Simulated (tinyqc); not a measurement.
# Quantum-well laser, gain and threshold: several studies

One electron and one heavy-hole subband per well, parabolic, with equal sheet densities n of electrons and holes; k-conserving transitions, TE polarisation, no line broadening, so the gain starts as a step at E0 and peaks there. All wells are pumped alike.

Parameters, values chosen for the exercise; well values close to those of gallium arsenide:
```
symbol    value    unit                           meaning
T           273       K                       temperature
E0         1.47      eV          lowest transition energy
me       0.0656      m0            in-plane electron mass
mh        0.352      m0                in-plane hole mass
Ep         28.2      eV                       Kane energy
nr         3.63                          refractive index
Lw            8      nm                        well width
Nw            3                           number of wells
Gw        0.012              optical confinement per well
ai            2    1/cm                     internal loss
Lc          500      um                     cavity length
R1         0.32                         front reflectance
R2          0.3                          back reflectance
A         2.7e8     1/s  defect recombination coefficient
B        5.3e-5  cm^2/s    radiative coefficient per well
C       7.6e-18  cm^4/s        Auger coefficient per well
eta        0.79                      injection efficiency
Wd           10      um                      stripe width
```

Constants: q = 1.602176634e-19 C, kB = 1.380649e-23 J/K, eps0 = 8.8541878128e-12 F/m, hbar = 1.054571817e-34 J s, m0 = 9.1093837015e-31 kg, c = 299792458 m/s, Vt = kB T/q. Results are converted to the units shown.

Each table varies one quantity; the others keep the values above.

## Effect of the cavity length

Nc = me kB T/(pi hbar^2), Nv = mh kB T/(pi hbar^2), mr = me mh/(me + mh) in m0, g0(E) = q^2 Ep mr/(4 nr eps0 c hbar E Lw) (squared momentum element m0 Ep/4, joint density of states mr/(pi hbar^2 Lw) for both spins). Peak gain g(n) = g0(E0)[1 - exp(-n/Nc) - exp(-n/Nv)]. Mirror loss am = ln(1/(R1 R2))/(2 Lc); threshold gain gth = (ai + am)/(Nw Gw). nth solves g(n) = gth and ntr solves g(n) = 0. Jth = q Nw (A n + B n^2 + C n^3)/eta at n = nth, Ith = Jth Wd Lc; differential efficiency of both facets eta am/(ai + am).

The same in every row: ntr (cm^-2) = 9.3097e11.

Result of one run:

| Lc (um) | gth (1/cm) | nth (cm^-2) | Jth (A/cm^2) | Ith (mA) | differential efficiency |
|---|---|---|---|---|---|
| 250 | 1357.4 | 1.2563e12 | 266.45 | 6.6613 | 0.75767 |

What becomes of these results when the cavity length Lc is changed from 250 to 1000 um, all else the same?

Result of the changed run:

| Lc (um) | gth (1/cm) | nth (cm^-2) | Jth (A/cm^2) | Ith (mA) | differential efficiency |
|---|---|---|---|---|---|
| 1000 | 381.03 | 1.0119e12 | 204.04 | 20.404 | 0.67481 |

The whole series:

| Lc (um) | gth (1/cm) | nth (cm^-2) | Jth (A/cm^2) | Ith (mA) | differential efficiency |
|---|---|---|---|---|---|
| 100 | 3310.3 | 2.0051e12 | 496.29 | 4.9629 | 0.77674 |
| 160 | 2089.8 | 1.4863e12 | 330.56 | 5.2890 | 0.76900 |
| 250 | 1357.4 | 1.2563e12 | 266.45 | 6.6613 | 0.75767 |
| 400 | 869.24 | 1.1267e12 | 232.63 | 9.3051 | 0.73951 |
| 630 | 572.18 | 1.0552e12 | 214.69 | 13.525 | 0.71330 |
| 1000 | 381.03 | 1.0119e12 | 204.04 | 20.404 | 0.67481 |
| 1600 | 258.98 | 9.8521e11 | 197.57 | 31.611 | 0.62053 |
| 2500 | 185.74 | 9.6955e11 | 193.80 | 48.450 | 0.55371 |
| 4000 | 136.92 | 9.5926e11 | 191.33 | 76.534 | 0.46946 |

As Lc goes from 100 to 4000 um, gth falls from 3310 to 137 1/cm, Jth falls from 496 to 191 A/cm^2 and Ith rises from 4.96 to 76.5 mA.

## Peak gain against carrier density

Same model as above.

Fc + Fv = Vt [ln(exp(n/Nc) - 1) + ln(exp(n/Nv) - 1)]; dg/dn is the differential gain; J = q (A n + B n^2 + C n^3) per well.

Peak gain against carrier density:

| n (cm^-2) | Fc + Fv (eV) | g at E0 (1/cm) | dg/dn (cm) | J (A/cm^2) |
|---|---|---|---|---|
| 4.7e11 | -0.04368 | -2975 | 8.379e-9 | 22.33 |
| 6.4e11 | -0.02502 | -1689 | 6.825e-9 | 31.48 |
| 8.7e11 | -0.004767 | -309.8 | 5.252e-9 | 44.86 |
| 1.2e12 | 0.01911 | 1153 | 3.730e-9 | 66.24 |
| 1.6e12 | 0.04385 | 2401 | 2.610e-9 | 95.94 |
| 2.2e12 | 0.07672 | 3665 | 1.710e-9 | 149.2 |
| 3e12 | 0.1168 | 4776 | 1.141e-9 | 239.1 |
| 4.1e12 | 0.1689 | 5800 | 7.624e-10 | 404.0 |
| 5.6e12 | 0.2372 | 6714 | 4.818e-10 | 722.4 |

The gain at E0 changes sign where Fc + Fv does, at n = 9.31e11 cm^-2, and reaches 6710 1/cm in the last row, 0.80 of its ceiling g0 = 8370 1/cm. The differential gain falls from 8.38e-9 to 4.82e-10 cm as the band-edge states fill, while J rises from 22.3 to 722 A/cm^2. For n = 4.1e12 to 5.6e12 cm^-2 Fc + Fv passes 0.12 eV, where higher subbands and leakage over the barriers, left out here, set in.

## Effect of the in-plane hole mass

Same model as above.

The same in every row: gth (1/cm) = 706.50; differential efficiency = 0.72788.

Results:

| mh (m0) | ntr (cm^-2) | nth (cm^-2) | Jth (A/cm^2) | Ith (mA) |
|---|---|---|---|---|
| 0.066 | 4.4821e11 | 5.4709e11 | 100.28 | 5.0141 |
| 0.097 | 5.4019e11 | 6.4068e11 | 119.70 | 5.9850 |
| 0.14 | 6.3862e11 | 7.4629e11 | 142.48 | 7.1238 |
| 0.21 | 7.5945e11 | 8.8217e11 | 173.19 | 8.6594 |
| 0.31 | 8.8701e11 | 1.0330e12 | 209.20 | 10.460 |
| 0.68 | 1.1760e12 | 1.4099e12 | 308.68 | 15.434 |
| 1 | 1.3317e12 | 1.6431e12 | 377.48 | 18.874 |

Estimate the missing row, mh = 0.46 m0.

Computed row:

| mh (m0) | ntr (cm^-2) | nth (cm^-2) | Jth (A/cm^2) | Ith (mA) |
|---|---|---|---|---|
| 0.46 | 1.0272e12 | 1.2087e12 | 253.84 | 12.692 |

With this row back in the table: As mh goes from 0.066 to 1 m0, gth stays at 707 1/cm, Jth rises from 100 to 377 A/cm^2 and Ith rises from 5.01 to 18.9 mA. The transparency density rises from 4.48e11 to 1.33e12 cm^-2: a lighter hole band is inverted with fewer carriers.

Numbers from tinyqc (`OMP_NUM_THREADS=1 python tinyqc.py 2840007 2840008 out.jsonl`; about 0.01 s on one thread of a shared Intel Xeon 2.30GHz).
